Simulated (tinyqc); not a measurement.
# Electron continuity equation in a given potential, Scharfetter-Gummel discretisation, step by step

tinyqc, about 0.01 s, one thread, Intel Xeon 2.30GHz (shared host): `OMP_NUM_THREADS=1 python tinyqc.py 2220137 2220138 out.jsonl` Printed values are rounded.

Steady state in one dimension: J = q mu n E + q D dn/dx with E = -dpsi/dx and D = mu Vt, dJ/dx = q (n/tau - G), fixed densities nL and nR at the ends. The potential is given, psi = 0 for x < L/2 and U (2 x/L - 1) beyond, and is not changed by the electrons.

Values chosen for this exercise; mobility close to that of silicon at room temperature: temperature T = 273 K; electron mobility mu = 1340 cm^2/(V s); length of the region L = 5.2 um; density at x = 0 nL = 5.9e12 cm^-3; density at x = L nR = 0 cm^-3; lifetime tau = 4.3e-10 s; uniform generation rate G = 0 cm^-3 s^-1; potential difference psi(L) - psi(0) U = 0.25 V.

Constants: q = 1.602176634e-19 C, kB = 1.380649e-23 J/K, Vt = kB T/q. Results are converted to the units shown.

## Potential on the mesh

9 equal intervals, h = L/9; psi = 0 for x < L/2 and U (2 x/L - 1) beyond.

psi, node 0 to 9 (V): [0.0000000, 0.0000000, 0.0000000, 0.0000000, 0.0000000, 0.0277778, 0.0833333, 0.1388889, 0.1944444, 0.2500000]

## Bernoulli factors

d_i = (psi_(i+1) - psi_i)/Vt; B(d) = d/(exp(d) - 1), B(0) = 1. The flux on interval i is J_i = (q D/h) [n_(i+1) B(d_i) - n_i B(-d_i)].

d_i, interval 0 to 8: [0.000000, 0.000000, 0.000000, 0.000000, 1.180761, 2.361522, 2.361522, 2.361522, 2.361522]
B(d_i), interval 0 to 8: [1, 1, 1, 1, 0.5231895, 0.2458105, 0.2458105, 0.2458105, 0.2458105]
B(-d_i), interval 0 to 8: [1, 1, 1, 1, 1.703950, 2.607332, 2.607332, 2.607332, 2.607332]

The largest |d_i| is 2.36, above 2, where central differences lose the sign pattern that keeps densities positive.

## Tridiagonal system for the inner nodes

Row i (1 to 8): B(-d_(i-1)) n_(i-1) + b_i n_i + B(d_i) n_(i+1) = f_i with b_i = -B(-d_i) - B(d_(i-1)) - h^2/(D tau) and f_i = -G h^2/D; the known end values are moved to the right: f_1 loses B(-d_0) nL and f_8 loses B(d_8) nR. h = L/9, D = mu Vt.

diagonal b, node 1 to 8: [-2.246271, -2.246271, -2.246271, -2.950221, -3.376793, -3.099414, -3.099414, -3.099414]
right side f, node 1 to 8 (cm^-3): [-5.9e12, 0, 0, 0, 0, 0, 0, 0]

## Densities and current

B(d) = d/(exp(d) - 1) with d_i = (psi_(i+1) - psi_i)/Vt; b and f are the diagonal and right side of the balance equations. Solve B(-d_(i-1)) n_(i-1) + b_i n_i + B(d_i) n_(i+1) = f_i (end values already in f), then J_i = (q D/h) [n_(i+1) B(d_i) - n_i B(-d_i)], h = L/9, D = mu Vt.

n, node 0 to 9 (cm^-3): [5.9e12, 3.549666e12, 2.073511e12, 1.108001e12, 4.153586e11, 2.243915e11, 2.032989e11, 1.832477e11, 1.541542e11, 0]
J, interval 0 to 8 (A/cm^2): [-0.2054563, -0.1290393, -0.0844008, -0.0605478, -0.0516060, -0.0467753, -0.0423987, -0.0384538, -0.0351351]

Against a mesh 200 times finer the densities are off by at most 15 % of their local values.
